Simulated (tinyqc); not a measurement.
# Random telegraph noise from one oxide trap in a small MOSFET: two studies

An acceptor-like trap exchanges electrons with the channel. Inversion charge Q = Cox u, u = n Vt W0(exp((Vg - VT)/(n Vt))), W0 the Lambert function, n = nf, Cox = eps0 eox/tox; linear regime Id = (W/L) mu Q Vd. Relative to threshold the surface potential rises by Vt ln(u/u0) and the oxide voltage by the rest of Vg - VT, with u0 = n Vt W0(1).

Values chosen for this exercise; values of the order met in silicon transistors: temperature T = 200 K; relative permittivity of the gate insulator (close to silicon dioxide) eox = 3.9; insulator thickness tox = 1.2 nm; depth of the trap from the channel interface xt = 0.58 nm; trap level above the channel Fermi level at threshold E0 = 0.34 eV; capture prefactor s0 = 4e-15 cm^2; capture barrier (lattice relaxation) EB = 0.31 eV; tunnelling decay length lt = 0.13 nm; thermal velocity vth = 1.6e7 cm/s; thickness of the inversion layer zi = 1.5 nm; threshold voltage VT = 0.36 V; body factor nf = 1.31; gate width W = 22 nm; gate length L = 33 nm; mobility mu = 110 cm^2/(V s); scattering coefficient of the charged trap asc = 0 V s; drain voltage Vd = 0.05 V; gate voltage Vg = 1 V.

Constants: q = 1.602176634e-19 C, kB = 1.380649e-23 J/K, Vt = kB T/q, eps0 = 8.8541878128e-14 F/cm where lengths are in cm. Results are converted to the units shown.

Each table varies one quantity; the others keep the values above.

## Time constants and noise against gate voltage

N = Cox u/q; dpsi = Vt ln(u/u0); E = E0 - dpsi - (xt/tox)(Vg - VT - dpsi); capture time tc = 1/[(N/zi) vth s0 exp(-xt/lt - EB/Vt)]; emission time te = tc exp(-E/Vt); occupancy te/(tc + te). A = W L; threshold step dV = q (1 - xt/tox)/(Cox A); gm/Id = 1/(u + n Vt); relative step dI/I = (gm/Id) dV + asc mu/A. fc = (1/tc + 1/te)/(2 pi); rms = (dI/I) sqrt(tc te)/(tc + te).

Time constants and noise against gate voltage:
```
Vg (V)	E (eV)	tc (s)	te (s)	occupancy	dI/I (%)	fc (Hz)	rms dI/I (%)
0.75	0.1226	0.002224	1.812e-6	8.142e-4	1.125	8.791e4	0.03210
0.81	0.09217	0.001898	9.031e-6	0.004735	0.9700	1.771e4	0.06659
0.87	0.06195	0.001654	4.546e-5	0.02674	0.8514	3597	0.1374
0.93	0.03187	0.001465	2.306e-4	0.1360	0.7581	798.8	0.2599
0.99	0.001896	0.001314	0.001177	0.4725	0.6830	256.4	0.3410
1.05	-0.02798	0.001190	0.006037	0.8353	0.6211	160.0	0.2304
1.11	-0.05778	0.001088	0.03110	0.9662	0.5694	151.4	0.1029
1.17	-0.08752	0.001002	0.1607	0.9938	0.5255	159.9	0.04122
1.23	-0.1172	9.276e-4	0.8333	0.9989	0.4878	171.8	0.01626
```

tc falls from 0.00222 to 9.28e-4 s as the channel fills and te rises from 1.81e-6 to 0.833 s; they are equal at Vg = 0.994 V, where E = 0. The rms noise goes from 0.0321 through a maximum of 0.341 (at Vg = 0.99 V among the rows listed) to 0.0163 %. The slope -Vt d ln(tc/te)/dVg is 0.507 between the first two rows and 0.495 between the last two; it tends to xt/tox = 0.483 only when the surface potential stops moving.

## Effect of the capture barrier

Same model as above.

The same in every row: E (eV) = -0.003090; occupancy = 0.5447; dI/I (%) = 0.6718; rms dI/I (%) = 0.3346.

Effect of the capture barrier:
```
EB (eV)	tc (s)	te (s)	fc (Hz)
0.1	6.597e-9	7.893e-9	4.429e7
0.2	2.184e-6	2.613e-6	1.338e5
0.3	7.230e-4	8.650e-4	404.1
0.4	0.2393	0.2863	1.221
0.5	79.23	94.79	0.003688
0.6	2.623e4	3.138e4	1.114e-5
0.7	8.683e6	1.039e7	3.365e-8
```

Read the table: what changes, and by how much?

As EB goes from 0.1 to 0.7, tc rises from 6.60e-9 to 8.68e6 s, te rises from 7.89e-9 to 1.04e7 s and dI/I stays at 0.672 %. The barrier scales both times alike and leaves the occupancy unchanged.

Range of the model: VT is taken as given; short-channel effects and the uneven flow of current among few electrons are left out.

Computed by the program tinyqc: `OMP_NUM_THREADS=1 python tinyqc.py 2710136 2710137 out.jsonl`, one thread of a shared Intel Xeon 2.30GHz, about 0.01 s for the whole run.
